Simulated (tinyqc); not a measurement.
MOS inversion layer, Poisson-Schroedinger loop: one step of the calculation.

Electrons confined at an insulator interface at z = 0, treated as a hard wall; parabolic valleys, Hartree approximation, no image or exchange terms. The depletion charge lies far deeper than the electrons and gives a uniform field q Nd/(eps0 eps_r); the gate balances all charge. Energies are counted from the band edge at the interface.

Problem. Converged levels, occupations and centroid. Tridiagonal Hamiltonian with psi = 0 one step beyond both ends: H_ii = C (1/m_(i-1/2) + 1/m_(i+1/2))/hz^2 + V0_i + U_i (+ dE for the set B), H_(i,i+1) = -C/(m_(i+1/2) hz^2), C = hbar^2/(2 m0). The lowest 2 level(s) of each valley set are kept, normalised to hz sum |psi|^2 = 1. The mass is the same on all intervals.

Level k holds N_k = D_k Vt ln(1 + exp((EF - E_k)/Vt)) with D = 4 md1 m0 q/(pi hbar^2) for the set A, D = 2 md2 m0 q/(pi hbar^2) for the set B per eV (spin included); EF is fixed by sum N_k = Ns.

Solve for the levels with V0 + U, find EF, n_i = sum_k N_k |psi_k|^2 (in cm^-3); share of each level N_k/Ns; centroid sum n z/sum n.

Parameters, values chosen for the exercise; masses and permittivity close to those of silicon (110):
```
symbol,value,unit,meaning
T,300,K,temperature
mz1,0.32,m0,mass along z of valley set A (4 valley(s))
md1,0.322,m0,in-plane density-of-states mass of set A
mz2,0.193,m0,mass along z of valley set B (2 valley(s))
md2,0.419,m0,in-plane density-of-states mass of set B
Ns,5e12,cm^-2,sheet density of electrons
dE,0,eV,extra shift of set B (strain)
hz,0.94,nm,mesh step
```

Constants: q = 1.602176634e-19 C, kB = 1.380649e-23 J/K, hbar = 1.054571817e-34 J s, m0 = 9.1093837015e-31 kg, Vt = kB T/q, hbar^2/(2 m0) = 0.0380998212 eV nm^2. Results are converted to the units shown.

```
node	z (nm)	fixed potential V0 (eV)	converged U (eV)
1	0.94	0.002786026	0.07331640
2	1.88	0.005572052	0.13138355
3	2.82	0.008358077	0.16715455
4	3.76	0.011144103	0.18767374
5	4.7	0.013930129	0.20006946
6	5.64	0.016716155	0.20815000
7	6.58	0.019502180	0.21362345
8	7.52	0.022288206	0.21732700
9	8.46	0.025074232	0.21977877
10	9.4	0.027860258	0.22135331
11	10.34	0.030646283	0.22232966
12	11.28	0.033432309	0.22291096
13	12.22	0.036218335	0.22324022
14	13.16	0.039004361	0.22341490
15	14.1	0.041790387	0.22349943
16	15.04	0.044576412	0.22353491
17	15.98	0.047362438	0.22354653
18	16.92	0.050148464	0.22354870
```

Wanted: levels; EF; shares; n; centroid.

Solution.

levels (eV): A1 0.18553, A2 0.24480, B1 0.20728, B2 0.25894
EF = 0.15262 eV
shares (%): A1 68.676, A2 7.757, B1 20.628, B2 2.938
n, node 1 to 18 (in units of 1e19 cm^-3): 1.1063  1.6176  1.1065  0.5894  0.3131  0.1891  0.1284  0.0908  0.0636  0.0434  0.0287  0.0183  0.0112  0.0065  0.0036  0.0017  0.0007  0.0002
centroid = 2.8661 nm

tinyqc, about 1 s, one thread, Intel Xeon 2.30GHz (shared host): `OMP_NUM_THREADS=1 python tinyqc.py 2160035 2160036 out.jsonl`
